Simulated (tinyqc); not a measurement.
Defect, radiative and Auger recombination at equal electron and hole densities (ABC model): one step. Shares, lifetimes and light. Four cases, with inputs chosen for the exercise.

Task: Shares of the three paths; lifetime n/G = 1/(Ae + B n + C n^2); differential lifetime 1/(Ae + 2 B n + 3 C n^2) and bandwidth 1/(2 pi tau_d); optical power density ex IQE J Eph/e.

J/(e d) = Ae n + B n^2 + C n^3 with Ae = A + 4 S/w (four side walls, carriers spread evenly), e = 1.602176634e-19 C, lengths in cm; internal efficiency IQE = B n^2/(Ae n + B n^2 + C n^3); all injected carriers recombine in the layer.

Give: shares; lifetime; differential lifetime; bandwidth; optical power density.

Case 1.

Values chosen (orders of magnitude like those quoted for GaN; the results hold for these values, not for the real material):
- B = 2.8e-12 cm^3/s (radiative coefficient)
- C = 1.4e-31 cm^6/s (Auger coefficient)
- J = 5.7 A/cm^2 (current density)
- ex = 0.26 (extraction efficiency)
- Eph = 2.83 eV (photon energy)

Ae = 4.80000e+06 1/s
n = 4.76632e+18 1/cm^3

Result:

shares: defect 0.2251, radiative 0.6258, Auger 0.1491

lifetime = 46.9 ns
differential lifetime = 24.4 ns
bandwidth = 6.53 MHz
optical power density = 2.62 W/cm^2

The radiative path is the largest; the device runs below its efficiency peak, where the defect and Auger shares are equal.

Case 2.

Values chosen (orders of magnitude like those quoted for Si; the results hold for these values, not for the real material):
- B = 3.2e-15 cm^3/s (radiative coefficient)
- C = 9.3e-31 cm^6/s (Auger coefficient)
- J = 1.2 A/cm^2 (current density)
- ex = 0.22 (extraction efficiency)
- Eph = 1.11 eV (photon energy)

Ae = 31172.4 1/s
n = 2.14989e+16 1/cm^3

Result:

shares: defect 0.9843, radiative 0.0022, Auger 0.0136

lifetime = 3.16e+04 ns
differential lifetime = 3.07e+04 ns
bandwidth = 0.00519 MHz
optical power density = 0.000637 W/cm^2

The defect path is the largest; the device runs below its efficiency peak, where the defect and Auger shares are equal.

Case 3.

Values chosen (orders of magnitude like those quoted for GaN; the results hold for these values, not for the real material):
- B = 1.3e-12 cm^3/s (radiative coefficient)
- C = 2e-31 cm^6/s (Auger coefficient)
- J = 5.8 A/cm^2 (current density)
- ex = 0.19 (extraction efficiency)
- Eph = 2.76 eV (photon energy)

Ae = 4.80000e+06 1/s
n = 6.14124e+18 1/cm^3

Result:

shares: defect 0.2361, radiative 0.3928, Auger 0.3711

lifetime = 49.2 ns
differential lifetime = 23.0 ns
bandwidth = 6.91 MHz
optical power density = 1.19 W/cm^2

The radiative path is the largest; the device runs above its efficiency peak, where the defect and Auger shares are equal.

Case 4.

Values chosen (orders of magnitude like those quoted for InP; the results hold for these values, not for the real material):
- B = 1.6e-10 cm^3/s (radiative coefficient)
- C = 4.9e-31 cm^6/s (Auger coefficient)
- J = 2000000 A/cm^2 (current density)
- ex = 0.58 (extraction efficiency)
- Eph = 1.35 eV (photon energy)

Ae = 5.94615e+07 1/s
n = 6.37196e+19 1/cm^3

Result:

shares: defect 0.0049, radiative 0.8327, Auger 0.1625

lifetime = 0.0817 ns
differential lifetime = 0.0379 ns
bandwidth = 4.20e+03 MHz
optical power density = 1.30e+06 W/cm^2

The radiative path is the largest; the device runs above its efficiency peak, where the defect and Auger shares are equal. At this density the bands are degenerate: B saturates and stimulated emission, left out, would clamp n in a laser cavity.

Computed by tinyqc, one run a case: `OMP_NUM_THREADS=1 python tinyqc.py N N+1 out.jsonl` with N = 1650484, 1650512, 1650643, 1650651; one thread of a shared Intel(R) Xeon(R) Processor @ 2.30GHz, about 0.01 s a run at most.
